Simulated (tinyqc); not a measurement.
Site energy and hopping from one surface Green function.

Inverse problem. A semi-infinite chain with site energy e0 and hopping -t has g_s = 1/(E - e0 - t^2 g_s). Inside the band |g_s| = 1/t and Re g_s = (E - e0)/(2 t^2). Find t and e0.

g_s at E = 1.46 eV = 0.55500000-0.83185035i 1/eV

Solution. t = 1/|g_s|, and e0 = E - 2 t^2 Re g_s.

t = 1.00 eV
e0 = 0.350 eV

tinyqc, about 0.08 s, one thread, Intel Xeon 2.30GHz (shared host): `OMP_NUM_THREADS=1 python tinyqc.py 2680014 2680015 out.jsonl`
